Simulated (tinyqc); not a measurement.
# Ellipsometry and reflectance of a transparent film on an absorbing substrate: two studies

Air (index 1), film, substrate with N2 = n2 - i k2; time factor exp(+i w t). q_j = sqrt(N_j^2 - sin^2 th), root with positive real part. Fresnel coefficients r_s = (q_a - q_b)/(q_a + q_b), r_p = (N_b^2 q_a - N_a^2 q_b)/(N_b^2 q_a + N_a^2 q_b). tan(Psi) exp(i Delta) = R_p/R_s, Delta taken from 0 to 360 degrees.

Inputs (values chosen for the exercise); indices close to those of photoresist on silicon:
- lam = 632.8 nm (wavelength)
- th = 65 degrees (angle of incidence)
- n1 = 1.639 (index of the transparent film)
- d = 2.4 nm (film thickness)
- n2 = 3.882 (index of the substrate)
- k2 = 0.019 (extinction coefficient of the substrate)

Each table varies one quantity; the others keep the values above.

## Psi and Delta against the film thickness

beta = 2 pi d q1/lam, X = exp(-2 i beta), R = (r01 + r12 X)/(1 + r01 r12 X) for p and s. The last column is the derivative of Delta.

Psi and Delta against the film thickness:
```
d (nm)  Psi (degrees)  Delta (degrees)  |R_p|^2  |R_s|^2  dDelta/dd (degrees/nm)
0               17.76            179.6  0.06541   0.6378                  -1.758
1               17.76            177.8  0.06544   0.6378                  -1.758
2               17.77            176.1  0.06552   0.6376                  -1.756
3               17.79            174.3  0.06565   0.6374                  -1.752
4               17.82            172.6  0.06582   0.6371                  -1.748
5               17.85            170.8  0.06603   0.6367                  -1.743
6               17.89            169.1  0.06629   0.6362                  -1.737
7               17.94            167.3  0.06660   0.6356                  -1.729
8               17.99            165.6  0.06695   0.6350                  -1.721
```

Read the table: what changes, and by how much?

Delta falls from 179.58 to 165.62 degrees while Psi moves from 17.76 to 17.99: Delta changes 60.2 times as much as Psi. With the slope of the first row an error of 0.01 degree in Delta means 0.0057 nm.

## Effect of the index of the transparent film

Same model as above.

dDelta/dd is the derivative of Delta; period lam/(2 q1).

Results:
```
n1    Psi (degrees)  Delta (degrees)  |R_p|^2  |R_s|^2  dDelta/dd (degrees/nm)  period (nm)
1.25          17.77            176.9  0.06552   0.6377                  -1.098        367.5
1.45          17.78            175.9  0.06557   0.6376                  -1.534        279.5
1.65          17.78            175.3  0.06557   0.6375                  -1.763        229.5
1.85          17.78            175.1  0.06552   0.6374                  -1.862        196.2
2.05          17.77            175.1  0.06545   0.6373                  -1.872        172.1
2.45          17.75            175.5  0.06527   0.6372                  -1.711        139.0
2.65          17.74            175.8  0.06518   0.6371                  -1.564        127.1
```

Estimate the missing row, n1 = 2.25.

Computed row:
```
n1    Psi (degrees)  Delta (degrees)  |R_p|^2  |R_s|^2  dDelta/dd (degrees/nm)  period (nm)
2.25          17.76            175.2  0.06536   0.6373                  -1.817        153.6
```

With this row back in the table: Psi stays near 17.8 degrees and |R_p|^2 goes from 0.0655 through a maximum of 0.0656 (at n1 = 1.45 among the rows listed) to 0.0652. The slope of Delta is largest in size, 1.87 degrees/nm, at n1 = 2.05 among the rows.

Computed by the program tinyqc: `OMP_NUM_THREADS=1 python tinyqc.py 2870227 2870228 out.jsonl`, one thread of a shared Intel Xeon 2.30GHz, about 0.01 s for the whole run.
